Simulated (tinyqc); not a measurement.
From results back to parameters: two-node Weyl semimetal on a cubic lattice and its slab.

Problem. Along (0,0,kz) the levels of the bulk are -/+ |M|, M = tz (cos k0 - cos kz), with nodes at +/-k0, 0 < k0 < pi. The planes with M < 0, that is |kz| < k0, each carry a Chern number of size one. The gaps at kz = 0 and pi come from hidden tz and k0.

gaps 2|M| (eV): kz = 0 1.56064, kz = pi 1.27936
Find: tz; k0; |sigma_xy| = k0/pi.

Solution. The gaps are 2 tz (1 - cos k0) and 2 tz (1 + cos k0): their sum is 4 tz, and the gap at pi less the gap at 0, over the sum, is cos k0.

tz = 0.710 eV
k0 = 1.670 1/a
|sigma_xy| = k0/pi = 0.532 e^2/(h a)

(tinyqc, `OMP_NUM_THREADS=1 python tinyqc.py 1450141 1450142 out.jsonl`, Intel(R) Xeon(R) Processor @ 2.30GHz, 1 thread, shared host, about 0.2 s.)
